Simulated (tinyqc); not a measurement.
Worked calculation: plane-wave Kohn-Sham cycle with exchange-only LDA in a layered model solid. Computed by tinyqc, a small Python program that keeps every step. Settings: points = 16, plane-wave index or count = 3, electrons = 2, k points = 1, area = 36.0, mixing = 0.1, iteration cap = 57, Kerker q0 = 1.21. Command: `OMP_NUM_THREADS=1 python tinyqc.py 22691 22692 out.jsonl` (the two numbers bound the seeds that draw the settings). One thread of a shared host (Intel(R) Xeon(R) Processor @ 2.60GHz), about 0.03 s of CPU time with the checks.

A solid whose potential varies along x alone (atomic units):
```
parameter                      value
period a                    8.400000
cross-section of the cell  36.000000
electrons per cell                 2
grid points                       16
plane waves -n..n, n               3
k points                           1
V1 in V1 cos(2 pi x/a)     -0.580000
```

Stop when sqrt(dV sum R^2) is below 1e-8, dV = a A/N.

Course of the cycle:
```
iteration  E (hartree)  norm of the residual
1            -0.906613              1.34e-01
2            -0.901936              1.29e-01
3            -0.897327              1.25e-01
4            -0.892829              1.21e-01
5            -0.888472              1.17e-01
6            -0.884274              1.13e-01
7            -0.880248              1.09e-01
8            -0.876399              1.06e-01
9            -0.872730              1.02e-01
10           -0.869241              9.87e-02
11           -0.865930              9.56e-02
...                ...                   ...
47           -0.819366              3.15e-02
48           -0.819081              3.05e-02
49           -0.818817              2.96e-02
50           -0.818572              2.88e-02
51           -0.818346              2.79e-02
52           -0.818136              2.71e-02
53           -0.817942              2.63e-02
54           -0.817762              2.55e-02
55           -0.817597              2.48e-02
56           -0.817444              2.40e-02
57           -0.817303              2.33e-02
```

Can the last value be used, and what does the course show?

Not by the stop rule. Not converged within 57 iterations: the residual falls steadily but slowly, by a factor of about 0.97 a step. Reruns (cap 100 unless said): mixing 0.5, Kerker q0 1.0: converged in 82 (E = -0.81608); mixing 0.3, Pulay depth 5: converged in 13 (E = -0.81608); the original settings with a cap of 400: not converged.
